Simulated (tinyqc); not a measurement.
Reverse leakage of an n+-p junction: diffusion, generation, trap-assisted and band-to-band tunnelling: leakage components against the reverse bias.

One-sided abrupt junction in the depletion approximation, x from the junction (0) to W on the p side, field F = F0 (1 - x/W). Flat quasi-Fermi levels, long p side. Traps generate through SRH with both lifetimes shortened by 1 + Gamma (Hurkx enhancement, form for moderate fields); band-to-band generation is local and needs a total bending above Eg.

ni = sqrt(Nc Nv) exp(-Eg/(2 Vt)), Eg in volts; Vbi = Vt ln(Na Nd/ni^2); W = sqrt(2 eps0 eps_r (Vbi + VR)/(q Na)); F0 = 2 (Vbi + VR)/W; FG = sqrt(24 mt m0 (kB T)^3)/(q hbar); J_diff = q ni^2 sqrt(Dn/tau)(1 - exp(-VR/Vt))/Na. u = (Vbi + VR)(1 - x/W)^2, p = Na exp(-u/Vt), n = Nd exp((u - Vbi - VR)/Vt); G0 = ni^2 (1 - exp(-VR/Vt))/(tau (n + p + 2 ni cosh(Et/Vt))); Gamma = 2 sqrt(3 pi)(F/FG) exp((F/FG)^2); trap-assisted part G0 Gamma; G_bb = Ab F^2.5 exp(-Bb/F) with F in V/cm, zero unless Vbi + VR > Eg, and counted as zero under 1 cm^-3 s^-1. Currents are q times the integrals over 0 to W; J_bb under 1e-8 of J is printed as 0; rows with F0/FG above 2.2, beyond the range of this Gamma, are left out.

Values chosen for this exercise; band and dielectric values close to those of silicon: temperature T = 358 K; band gap Eg = 1.14 eV; relative permittivity eps_r = 11.5; conduction-band density of states at T Nc = 3.7e19 cm^-3; valence-band density of states at T Nv = 3.44e19 cm^-3; acceptor density of the lighter side Na = 1.2e17 cm^-3; donor density of the heavier side Nd = 1e19 cm^-3; SRH lifetime of both carriers at zero field tau = 4e-8 s; trap level above the intrinsic level Et = 0 eV; tunnelling mass mt = 0.25 m0; electron diffusion coefficient on the lighter side Dn = 14 cm^2/s; band-to-band prefactor Ab = 7.5e14 cm^-0.5 V^-2.5 s^-1; band-to-band field constant Bb = 2.01e7 V/cm.

Constants: q = 1.602176634e-19 C, kB = 1.380649e-23 J/K, hbar = 1.054571817e-34 J s, m0 = 9.1093837015e-31 kg, Vt = kB T/q, eps0 = 8.8541878128e-14 F/cm where lengths are in cm. Results are converted to the units shown.

The same in every row: J_bb (A/cm^2) = 0.

Result of one run:

| VR (V) | F0 (kV/cm) | F0/FG | J_diff (A/cm^2) | J_SRH (A/cm^2) | J_TAT (A/cm^2) | J (A/cm^2) | largest part |
|---|---|---|---|---|---|---|---|
| 1.7 | 315 | 0.655 | 2.84e-9 | 5.88e-6 | 1.85e-5 | 2.44e-5 | trap-assisted tunnelling |

What becomes of these results when the reverse bias VR is changed from 1.7 to 4.2 V, all else the same?

Result of the changed run:

| VR (V) | F0 (kV/cm) | F0/FG | J_diff (A/cm^2) | J_SRH (A/cm^2) | J_TAT (A/cm^2) | J (A/cm^2) | largest part |
|---|---|---|---|---|---|---|---|
| 4.2 | 440 | 0.915 | 2.84e-9 | 1.07e-5 | 5.61e-5 | 6.68e-5 | trap-assisted tunnelling |

The whole series:

| VR (V) | F0 (kV/cm) | F0/FG | J_diff (A/cm^2) | J_SRH (A/cm^2) | J_TAT (A/cm^2) | J (A/cm^2) | largest part |
|---|---|---|---|---|---|---|---|
| 0.2 | 206 | 0.429 | 2.84e-9 | 1.22e-6 | 2.27e-6 | 3.49e-6 | trap-assisted tunnelling |
| 0.7 | 248 | 0.515 | 2.84e-9 | 3.11e-6 | 7.24e-6 | 1.04e-5 | trap-assisted tunnelling |
| 1.2 | 283 | 0.589 | 2.84e-9 | 4.60e-6 | 1.26e-5 | 1.72e-5 | trap-assisted tunnelling |
| 1.7 | 315 | 0.655 | 2.84e-9 | 5.88e-6 | 1.85e-5 | 2.44e-5 | trap-assisted tunnelling |
| 2.2 | 344 | 0.714 | 2.84e-9 | 7.01e-6 | 2.48e-5 | 3.19e-5 | trap-assisted tunnelling |
| 2.7 | 370 | 0.770 | 2.84e-9 | 8.04e-6 | 3.17e-5 | 3.98e-5 | trap-assisted tunnelling |
| 3.2 | 395 | 0.821 | 2.84e-9 | 8.99e-6 | 3.92e-5 | 4.82e-5 | trap-assisted tunnelling |
| 3.7 | 418 | 0.869 | 2.84e-9 | 9.87e-6 | 4.73e-5 | 5.72e-5 | trap-assisted tunnelling |
| 4.2 | 440 | 0.915 | 2.84e-9 | 1.07e-5 | 5.61e-5 | 6.68e-5 | trap-assisted tunnelling |

J rises from 3.49e-6 to 6.68e-5 A/cm^2. Trap-assisted tunnelling leads at VR = 0.2 and in all other rows. The ratio J_TAT/J_SRH goes from 1.87 to 5.24 as F0/FG goes from 0.429 to 0.915.

Numbers from tinyqc (`OMP_NUM_THREADS=1 python tinyqc.py 2290164 2290165 out.jsonl`; about 0.01 s on one thread of a shared Intel Xeon 2.30GHz).
